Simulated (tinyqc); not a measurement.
From coupling constant alpha back to static dielectric constant eps_s: Froehlich polaron in a polar crystal. Computed by tinyqc, a small Python program. Command: `OMP_NUM_THREADS=1 python tinyqc.py 3019752 3019753 out.jsonl frohlich inv`. One thread of a shared host (Intel(R) Xeon(R) Processor @ 2.30GHz), about 0.07 s of CPU time with the checks.

One electron in a parabolic band of mass m*, coupled to dispersionless LO phonons in the continuum model. Energies are in units of hbar omega unless marked, wave numbers in k_0 = sqrt(2 m* omega/hbar).

Inputs (values chosen for the exercise, modelled on indium phosphide): band mass m* = 0.0795 m_0; LO phonon energy hbar omega = 41.7 meV; eps_inf = 9.37.

Constants: hbar^2/(2 m_0) = 3.80998212 eV angstrom^2; e^2/(4 pi eps_0) = 14.39964548 eV angstrom.

Method. 1/eps* = 1/eps_inf - 1/eps_s; k_0 = sqrt(2 m* omega/hbar) = sqrt(m* hbar omega / (hbar^2/(2 m_0))) with m* in m_0; alpha = (e^2/(4 pi eps_0)) k_0/(2 eps* hbar omega); polaron length 1/k_0.

Problem. A run gave the result below. Find the static dielectric constant eps_s, known to lie between 10 and 24.

coupling constant alpha = 0.1437794

Solution.

Each step takes the trial c = (a f_b - b f_a)/(f_b - f_a), f being the result less the target and a, b, c the logarithms of the listed values; c replaces end b, the old b replaces a if the sign of f changed, and otherwise f_a is halved.

Scan of the range:

| static dielectric constant eps_s | coupling constant alpha |
|---|---|
| 10.0 | 0.034243 |
| 11.6 | 0.104492 |
| 13.4 | 0.163469 |
| 15.5 | 0.214964 |
| 17.9 | 0.259019 |
| 20.7 | 0.297506 |
| 24.0 | 0.331337 |

False position (Illinois rule, in the logarithm of the input) inside the bracket:

| step | end a | end b | trial | coupling constant alpha |
|---|---|---|---|---|
| 1 | 11.6000 | 13.4000 | 12.7700 | 0.144717 |
| 2 | 11.6000 | 12.7700 | 12.7142 | 0.142967 |
| 3 | 12.7700 | 12.7142 | 12.7400 | 0.143780 |
| 4 | 12.7142 | 12.7400 | 12.7400 | 0.143779 |
| 5 | 12.7142 | 12.7400 | 12.7400 | 0.143779 |
| 6 | 12.7400 | 12.7400 | 12.7400 | 0.143779 |

Coupling constant alpha rises at every point of a 13-point scan of the range (every second point is shown), so one value fits; it is bracketed by 11.6 and 13.4. Answer: static dielectric constant eps_s = 12.74.
